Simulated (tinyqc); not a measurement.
Ways to converge the cycle: SCF convergence aids in the sto-3g basis, for H4, spin multiplicity 1. Computed by the program tinyqc with PySCF. Command: `OMP_NUM_THREADS=1 python tinyqc.py 110797 110798 out.jsonl`; one thread of a shared host (Intel(R) Xeon(R) Processor @ 2.60GHz), about 0.3 s.

Geometry (angstrom):
```
atom       x       y       z
H     0.0000  0.0000  0.0000
H     0.0000  0.0000  0.9640
H     0.0000  0.0000  2.6540
H     0.0000  0.0000  3.6180
```

lowest restricted solution found by these runs and by PySCF = -2.148029 hartree

RHF with one setting changed at a time; a run stops when the energy changes by less than 1e-09 hartree and the error matrix is below 1e-5. The start is the core Hamiltonian. Damping d keeps d of the old density; a shift (hartree) raises the virtual levels; DIIS n extrapolates F over n matrices.

Largest element of the error matrix X^T (FDS - SDF) X:
```
iteration    plain  damping 0.3  damping 0.6  shift 0.4   DIIS 3   DIIS 8
1          3.2e-01      3.2e-01      3.2e-01    3.2e-01  3.2e-01  3.2e-01
2          8.5e-03      9.0e-02      1.9e-01    8.8e-02  8.5e-03  8.5e-03
3          1.2e-03      2.5e-02      1.1e-01    2.4e-02  1.3e-03  1.3e-03
4          2.8e-04      7.2e-03      6.6e-02    6.5e-03  2.1e-05  2.1e-05
5          6.4e-05      2.0e-03      3.9e-02    1.8e-03  1.7e-09  7.2e-06
6          1.5e-05      5.6e-04      2.3e-02    7.4e-04        -        -
8                -      9.6e-05      8.0e-03    1.6e-04        -        -
10               -      2.1e-05      2.8e-03    3.3e-05        -        -
14               -      9.8e-07      3.3e-04          -        -        -
20               -            -      1.9e-05          -        -        -
30               -            -      5.2e-07          -        -        -
```

How each run ends:
```
run          iterations  E (hartree)         state
plain                 7     -2.14803  lowest found
damping 0.3          18     -2.14803  lowest found
damping 0.6          37     -2.14803  lowest found
shift 0.4            12     -2.14803  lowest found
DIIS 3                5     -2.14803  lowest found
DIIS 8                5     -2.14803  lowest found
```

6 of 6 runs reach the lowest restricted solution found, in 5 to 37 iterations (fastest: DIIS 3, DIIS 8). Plain steps already contract here, so damping only slows them. DIIS 3 and DIIS 8 gain by cancelling the error over several earlier matrices, much as a quasi-Newton step does.
